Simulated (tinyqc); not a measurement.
Raising U: Hubbard chain of 4 sites, mean field against exact. Computed by the program tinyqc. 

one-body matrix (hopping and site energies) (eV):
```
,1,2,3,4
1,0.5400,-1.9400,0.0000,0.0000
2,-1.9400,0.4900,-1.9400,0.0000
3,0.0000,-1.9400,0.3700,-1.9400
4,0.0000,0.0000,-1.9400,-0.2500
```

electrons, up and down: 2  2

Collinear unrestricted mean field (the lowest of 40 random starts) against exact diagonalisation.

Exact and mean-field results (eV):
```
U,U/t,E exact,E mean field,mean |n_up - n_down|,"double occupancy, exact",first gap in the sector
0.970,0.500,-6.66522,-6.61728,0.000,0.228,2.149
1.940,1.000,-5.83094,-5.63757,0.000,0.202,1.915
3.880,2.000,-4.45401,-3.72549,0.376,0.154,1.540
5.820,3.000,-3.41747,-2.43538,0.693,0.115,1.261
7.760,4.000,-2.64670,-1.63810,0.819,0.085,1.052
11.640,6.000,-1.63082,-0.75491,0.918,0.050,0.773
15.520,8.000,-1.01863,-0.29039,0.953,0.031,0.603
23.280,12.000,-0.34047,0.18429,0.979,0.015,0.415
38.800,20.000,0.24078,0.56892,0.993,0.006,0.253
```

In absolute terms mean field is worst at U/t = 4.0, 1.009 eV too high: at small U it is nearly exact, and at large U it misses only exchange-scale energies. Its local moments set in at U/t = 2.0 of those listed, a broken symmetry that the exact state of a finite cluster with equal spins does not have. Relative to the exact energy its error is 0.7 % at the smallest U, 154 % at most and 136 % at the largest. The double occupancy falls from 0.228 to 0.006.
